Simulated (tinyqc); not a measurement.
# Charge pumping in an n-channel transistor: effects of single changes

The gate is pulsed from accumulation to inversion and back. Energies E are counted from the intrinsic level; Dit(E) = D0 [1 + b (2 E/Eg)^2]. During each edge the traps near the bands emit their carriers, and those between Eh and Ee recombine once a cycle.

Inputs (values chosen for the exercise); band and dielectric values close to those of silicon:
- T = 300 K (temperature)
- Eg = 1.11 eV (band gap)
- Nc = 2.79e19 cm^-3 (conduction-band density of states at 300 K)
- Nv = 2.7e19 cm^-3 (valence-band density of states at 300 K)
- A = 4.7 um^2 (gate area)
- D0 = 1.3e10 cm^-2 eV^-1 (trap density at midgap)
- b = 0 (rise of the trap density towards the band edges)
- sn = 9.7e-16 cm^2 (cross-section for electrons)
- sp = 1.1e-16 cm^2 (cross-section for holes)
- vth = 1.3e7 cm/s (thermal velocity at 300 K, one nominal value for electrons and holes)
- dV = 0.93 V (Vth - Vfb)
- Va = 1.8 V (pulse height)
- f = 97000 Hz (frequency)
- tr = 860 ns (rise time)

Constants: q = 1.602176634e-19 C, kB = 1.380649e-23 J/K, Vt = kB T/q. Results are converted to the units shown.

Each table varies one quantity; the others keep the values above.

## Triangular pulses against frequency

For a symmetric triangular wave tr = tf = 1/(2 f). ni = sqrt(Nc Nv) exp(-Eg/(2 Vt)), Eg in volts; emission times te = (dV/Va) tf and th = (dV/Va) tr; Ee = -Vt ln(vth sn ni te), Eh = +Vt ln(vth sp ni th). Nit = integral of Dit from Eh to Ee = D0 [Ee - Eh + 4 b (Ee^3 - Eh^3)/(3 Eg^2)], Qcp = q A Nit, Icp = f Qcp.

Triangular pulses against frequency:
```
f (Hz),Ee (eV),Eh (eV),Nit (cm^-2),Icp (pA),Qcp (fC)
2200,0.10207,-0.15834,3.3853e9,0.056082,0.025492
5100,0.12380,-0.18008,3.9504e9,0.15171,0.029748
12000,0.14592,-0.20220,4.5256e9,0.40894,0.034079
26000,0.16591,-0.22219,5.0453e9,0.98779,0.037992
59000,0.18710,-0.24337,5.5961e9,2.4862,0.042140
1.3e5,0.20752,-0.26379,6.1271e9,5.9980,0.046138
3e5,0.22914,-0.28541,6.6891e9,15.111,0.050371
6.9e5,0.25067,-0.30694,7.2490e9,37.665,0.054586
1.6e6,0.27241,-0.32869,7.8143e9,94.150,0.058843
3.5e6,0.29265,-0.34892,8.3404e9,219.82,0.062805
```

Qcp rises from 0.0255 to 0.0628 fC, by 0.0117 fC a decade between the first two rows and 0.0117 between the last two (2 q A D0 Vt ln 10 = 0.0117 fC): faster edges leave less time for emission and widen the window, so Icp grows faster than f, as f^(1.12).

## Scanning the upper gap with the fall time

Same model as above.

The same in every row: Eh (eV) = -0.3025.

Scanning the upper gap with the fall time:
```
tf (ns),Ee (eV),Nit (cm^-2),Icp (pA)
1,0.4209,9.405e9,6.870
3.2,0.3909,9.014e9,6.584
10,0.3614,8.631e9,6.304
32,0.3313,8.240e9,6.019
100,0.3019,7.857e9,5.739
320,0.2718,7.466e9,5.453
1000,0.2423,7.083e9,5.174
3100,0.2131,6.703e9,4.896
```

Read the table: what changes, and by how much?

Ee falls from 0.421 to 0.213 eV, by Vt ln 10 a decade, and Icp falls from 6.87 to 4.90 pA. The slope -dNit/d(ln tf)/Vt gives Dit = 1.30e10 cm^-2 eV^-1 near E = 0.406 eV and 1.30e10 near 0.228 eV: constant, as the profile is flat.

Range of the model: The Fermi levels of inversion and accumulation are taken to lie beyond Ee and Eh, the flat tops to fill all traps, and no geometric current is added.

Program tinyqc, `OMP_NUM_THREADS=1 python tinyqc.py 2030064 2030065 out.jsonl`; Intel Xeon 2.30GHz, shared host, one thread, about 0.01 s.
